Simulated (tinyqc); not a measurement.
What moves the results: model-solid line-up of a strained alloy layer on a substrate. A value that a table varies takes the place of the one given here.

All values of the alloy are linear in x but the gap, Eg(x) = (1 - x) Eg_A + x Eg_B - C x (1 - x), and the valence edge, Ev(x) = (1 - x) Ev_A + x Ev_B + fv C x (1 - x); Ec = Ev + Eg. Ev is the top of the unstrained valence band on a scale common to all materials. In the layer only the Gamma valley of the conduction band is followed, also where an X or L valley would lie lower.

Coherent growth: e_par = (a_s - a)/a. (001): e_perp = -2 (C12/C11) e_par; exx = eyy = e_par, ezz = e_perp, no shear. (111): e_perp = -(2 C11 + 4 C12 - 4 C44)/(C11 + 2 C12 + 4 C44) e_par; exx = eyy = ezz = (2 e_par + e_perp)/3 and exy = eyz = ezx = (e_perp - e_par)/3. (110): e_perp = -(C11 + 3 C12 - 2 C44)/(C11 + C12 + 2 C44) e_par; exx = eyy = (e_par + e_perp)/2, ezz = e_par, exy = (e_perp - e_par)/2, eyz = ezx = 0.

Strained edges: Ec + ac tr(e); the valence edges are Ev plus the levels of the 6 x 6 matrix of X, Y, Z times spin with -Dso/3 + l exx + m (eyy + ezz) on the diagonal (cyclic), n exy off it, l = av + 2 b, m = av - b, n = sqrt(3) d. Spin-orbit term (Dso/3) L.sigma on X, Y, Z with (L_k)_ij = -i epsilon_kij: <X+|H|Y+> = -i Dso/3, <X+|H|Z-> = Dso/3, <Y+|H|Z-> = -i Dso/3, <Z+|H|X-> = -Dso/3, <Z+|H|Y-> = i Dso/3, <X-|H|Y-> = i Dso/3, and their conjugates; + and - are the spin along z.

Coherent growth on a (111) face: e_par = (a_s - a)/a, e_perp = -(2 C11 + 4 C12 - 4 C44)/(C11 + 2 C12 + 4 C44) e_par; exx = eyy = ezz = (2 e_par + e_perp)/3 and exy = eyz = ezx = (e_perp - e_par)/3.

dEc = Ec(substrate) - Ec(layer), dEv = Ev(layer) - Ev(substrate); positive values confine the carrier in the layer. Type I: both of one sign; type II: opposite signs; type III: the gaps do not overlap.

Parameters, chosen for this exercise (A near GaAs, B near AlAs, substrate near GaAs; not measured data): a = (5.657, 5.663) angstrom (lattice constant of A, B); Eg = (1.525, 3.103) eV (gap at Gamma to the s-like level of A, B); Dso = (0.338, 0.277) eV (spin-orbit splitting of A, B); Ev = (-0.8, -1.32) eV (top of the unstrained valence band of A, B); ac = (-7.11, -5.59) eV (conduction deformation potential of A, B); av = (1.16, 2.5) eV (valence hydrostatic potential of A, B); b = (-2.02, -2.29) eV (tetragonal shear potential of A, B); d = (-4.86, -3.41) eV (trigonal shear potential of A, B); C11 = (121.8, 125.6) GPa (of A, B); C12 = (56.5, 52.8) GPa (of A, B); C44 = (60.2, 54.7) GPa (of A, B); C = 0.313 eV (bowing of the gap); fv = 0.3 (share of the bowing taken by the valence edge); a_s = 5.657 angstrom (substrate); x = 0.98 (fraction of B); Eg_s = 1.525 eV (lowest gap of the substrate); Ev_s = -0.8 eV (substrate valence edge); face = 111 (growth face).

## The same layer on three faces

Composition and substrate are kept.

Results:

| face | e_perp (%) | tr(e) (%) | shift of Ec (meV) | shift of Ev (meV) | valence splitting (meV) | gap (eV) |
|---|---|---|---|---|---|---|
| (001) | 0.087 | -0.120 | 6.8 | 1.4 | 8.6 | 3.0707 |
| (111) | 0.056 | -0.152 | 8.5 | -0.6 | 6.3 | 3.0744 |
| (110) | 0.063 | -0.145 | 8.1 | -0.1 | 6.8 | 3.0736 |

The layer yields most along the normal on (001) and least on (111), so the volume change, and with it the shift of Ec, is largest on (111). The valence splitting, set by b on (001), by d on (111) and by both on (110), is largest on (001). The gaps span 4 meV, from (001) to (111).

## What each parameter does

Strained gap, valence splitting and offsets. Each row changes one parameter from the base and keeps the others.

Results:

| case | gap (eV) | splitting (meV) | dEc (eV) | dEv (eV) |
|---|---|---|---|---|
| base | 3.0744 | 6.3 | -1.0411 | -0.5083 |
| x = 0.74 | 2.6393 | 5.2 | -0.7477 | -0.3666 |
| a_s = 5.677 angstrom | 3.0278 | 15.7 | -1.0121 | -0.4907 |
| C = 0.413 eV | 3.0724 | 6.3 | -1.0397 | -0.5077 |
| fv = 0.5 | 3.0744 | 6.3 | -1.0423 | -0.5071 |
| Ev_s = -0.75 eV | 3.0744 | 6.3 | -0.9911 | -0.5583 |
| Dso = (0.389, 0.319) eV | 3.0744 | 6.3 | -1.0411 | -0.5083 |
| av = (1.334, 2.875) eV | 3.0750 | 6.3 | -1.0411 | -0.5089 |
| ac = (-8.176, -6.428) eV | 3.0757 | 6.3 | -1.0423 | -0.5083 |

The largest shifts from the base row, up to three for each result and ties (the steps differ in size, so this ranks the rows, not the parameters). gap (eV): x -0.4351, a_s -0.0466, C -0.0020; unchanged at the printed digits by fv, Ev_s and Dso. splitting (meV): a_s +9.4, x -1.1; unchanged at the printed digits by C, fv, Ev_s, Dso, av and ac. dEc (eV): x +0.2934, Ev_s +0.0500, a_s +0.0290; unchanged at the printed digits by Dso and av. dEv (eV): x +0.1417, Ev_s -0.0500, a_s +0.0176; unchanged at the printed digits by Dso and ac.

Computed by tinyqc, a small Python program: `OMP_NUM_THREADS=1 python tinyqc.py 1050056 1050057 out.jsonl` (the numbers bound the seed that draws the inputs); one thread of a shared host (Intel(R) Xeon(R) Processor @ 2.30GHz), about 0.01 s for the whole set of steps.
